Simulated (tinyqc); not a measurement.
Planar metal-insulator-metal capacitor: capacitance, non-linearity, leakage and relaxation: one step of the calculation.

A film between two metal electrodes, each interface adding a series capacitance ci. The small-signal permittivity is ek (1 + aq E^2); the field is found with the linear permittivity. Leakage J = J0 sinh(E/Ef). After a voltage step the film passes a relaxation current kr C V tt^(-nr), tt being the time in seconds.

Question. Planar capacitance, field and non-linearity. Planar film: Cf = eps0 ek/t, 1/C = 1/Cf + 2/ci, EOT = 3.9 eps0/C, effective permittivity C t/eps0, E = (V/t) C/Cf; quadratic coefficient [C(V)/C - 1]/V^2 with Cf (1 + aq E^2) in C(V).

Parameters, values chosen for the exercise; permittivity of the order of that of silicon nitride:
- ek = 7.9 (relative permittivity of the film)
- t = 7.6 nm (film thickness)
- ci = 68 uF/cm^2 (capacitance of each electrode interface (dead layer and screening))
- aq = 0.0016 cm^2/MV^2 (quadratic field coefficient of the permittivity)
- V = 0.8 V (bias)
- J0 = 2e-10 A/cm^2 (leakage prefactor)
- Ef = 0.46 MV/cm (field for an e-fold rise of the leakage)

Constants: eps0 = 8.8541878128e-14 F/cm where lengths are in cm. Results are converted to the units shown.

Find: Cf; C; EOT; effective permittivity; E; quadratic coefficient; J.

Answer.

Cf = 0.92037 uF/cm^2
C = 0.89611 uF/cm^2
EOT = 3.8535 nm
effective permittivity = 7.6918
E = 1.0249 MV/cm
quadratic coefficient = 2556.7 ppm/V^2
J = 9.1737e-10 A/cm^2

The interfaces take 2.64 % of the voltage.

Computed by the program tinyqc: `OMP_NUM_THREADS=1 python tinyqc.py 2102012 2102013 out.jsonl`, one thread of a shared Intel Xeon 2.30GHz, about 0.01 s for the whole run.
